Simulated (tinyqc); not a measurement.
# One-dimensional ballistic tunnel FET, two-band WKB: effects of single changes

A p-type source for x < 0 with its Fermi level at 0 and its valence edge at ds; in the channel the bands fall as D exp(-x/lam) towards their flat values, with the conduction edge at Ec = ds - dP and D = dP + Eg. The gate moves dP one to one. The drain Fermi level lies at -Vd and the drain side reflects nothing. For w = E - Ec between 0 and dP an electron crosses the gap. Two-band dispersion with equal masses m: inside the gap kappa = sqrt(m u (1 - u/Eg)/C), u the distance from a band edge, C = hbar^2/(2 m0).

Inputs (values chosen for the exercise); band and dielectric values close to those of gallium arsenide: temperature T = 300 K; band gap Eg = 1.41 eV; band-edge mass of the two-band model m = 0.075 m0; screening length of the source junction lam = 4.9 nm; source valence edge above the source Fermi level ds = 0.03 eV; drain bias Vd = 0.3 V; number of degenerate subbands (spin apart) g = 2; tunnelling window Ev(source) - Ec(channel) dP = 0.14 eV.

Constants: q = 1.602176634e-19 C, kB = 1.380649e-23 J/K, hbar = 1.054571817e-34 J s, h = 6.62607015e-34 J s, m0 = 9.1093837015e-31 kg, Vt = kB T/q, hbar^2/(2 m0) = 0.0380998212 eV nm^2. Results are converted to the units shown.

Each table varies one quantity; the others keep the values above.

## Output curve

S(w) = 2 lam int_0^Eg kappa(u) du/(w + Eg - u) = 2 pi lam sqrt(m/(C Eg)) [w + Eg/2 - sqrt(w (w + Eg))], T(w) = exp(-S). I = g (2 q^2/h) int_0^dP T(w) [f(E) - f(E + Vd)] dw, E = ds - dP + w, f(x) = 1/(1 + exp(x/Vt)). Swing = d(dP)/d(log10 I).

Results:
```
Vd (V),I (uA)
0.02,6.852e-7
0.09,1.807e-6
0.16,1.948e-6
0.24,1.958e-6
0.31,1.959e-6
0.45,1.959e-6
0.53,1.959e-6
0.6,1.959e-6
```

Estimate the missing row, Vd = 0.38 V.

Computed row:
```
Vd (V),I (uA)
0.38,1.959e-6
```

With this row back in the table: I rises from 6.85e-7 to 1.96e-6 uA; it reaches 95 % of the last value at Vd = 0.16 V among the rows. The drain Fermi level passes the channel conduction edge at Vd = dP - ds = 0.110 V, after which the back flow dies out. The window dP is held fixed.

## Effect of the source degeneracy

Same model as above.

Results:
```
ds (eV),I (uA),swing (mV/decade)
-0.05,4.150e-6,64.22
0,3.069e-6,62.53
0.05,1.274e-6,58.05
0.15,5.108e-8,49.42
0.2,7.641e-9,48.49
0.25,1.111e-9,48.32
0.3,1.607e-10,48.30
```

Estimate the missing row, ds = 0.1 eV.

Computed row:
```
ds (eV),I (uA),swing (mV/decade)
0.1,3.007e-7,52.65
```

With this row back in the table: I falls from 4.15e-6 to 1.61e-10 uA, and the swing falls from 64.2 to 48.3 mV/decade. Once ds exceeds dP = 0.14 eV the whole window lies above the source Fermi level, in its thermal tail, and I falls with ds. The screening length is held fixed, though doping would change it.

tinyqc, about 0.01 s, one thread, Intel Xeon 2.30GHz (shared host): `OMP_NUM_THREADS=1 python tinyqc.py 2620029 2620030 out.jsonl`
